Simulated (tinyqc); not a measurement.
The same scatterer in wider strips: conductance of a narrow metal strip with scatterers (square lattice, Green functions).

A strip of W sites across with hard walls, site energy 0 and hopping -t. Mode n = 1 to W has profile chi_n(j) = sqrt(2/(W + 1)) sin(n j pi/(W + 1)) and energy en = -2t cos(n pi/(W + 1)); E = en - 2t cos(kn a). With z_n = exp(i kn a) (Im k > 0 for closed modes, |z| < 1) each lead gives the self-energy -t z_n in mode n. One column carries the site energies v, here one foreign atom. In the mode basis V_nm = sum_j chi_n(j) v_j chi_m(j), G = (E - en + 2 t z_n - V)^-1, and t_nm = 2t sqrt(sin(kn a) sin(km a)) G_nm in size for open modes. T = sum |t_nm|^2, conductance (2e^2/h) T.

Constants: e^2/h = 3.874045865e-05 S.

Inputs chosen for the exercise (hopping and spacing of the size met in Cu or Al; the lattice is a model; the results hold for these values, not for the real material): t = 1.05 eV (hopping); a = 2.59 angstrom (spacing); E = 1.23 eV (Fermi energy); v = (3.6, 0, 0) eV (site energies in the scattering column).

Width (W + 1) a; the strength is the entry of v largest in size. The foreign atom sits at site W/2 + 1, rounded down. Added resistance (1/T - 1/M)/(2 e^2/h), M the number of open modes.

Against width:
```
W   width (angstrom)   M        T     T/M  added resistance (ohm)
3               10.4   2   1.0028  0.5014                  6416.7
4               12.9   3   2.0616  0.6872                  1958.3
5               15.5   3   2.1100  0.7033                  1814.8
6               18.1   4   3.0889  0.7722                   951.7
8               23.3   5   4.0016  0.8003                   644.0
10              28.5   6   5.6397  0.9400                   137.4
14              38.9   9   8.0115  0.8902                   176.9
20              54.4  13  12.0236  0.9249                    80.6
```

How do the results move, and what explains it?

The added resistance is 6417 ohm at W = 3 and 80.6 at W = 20; from W = 10 to 20 it changes by a factor 0.59, where 1/M gives 0.46 and 1/M^2 gives 0.21. A point scatterer removes at most one unit of M (here 0.36 to 1.00), so its resistance is at most 1/(M (M - 1)) in units of h/2e^2, without bound for M = 1, with jumps where modes open or where the site sits near a node of the open modes; the largest value is at W = 3 (6417 ohm).

Program tinyqc; command `OMP_NUM_THREADS=1 python tinyqc.py 1480946 1480947 out.jsonl`; about 0.01 s on one thread of a shared Intel(R) Xeon(R) Processor @ 2.30GHz.
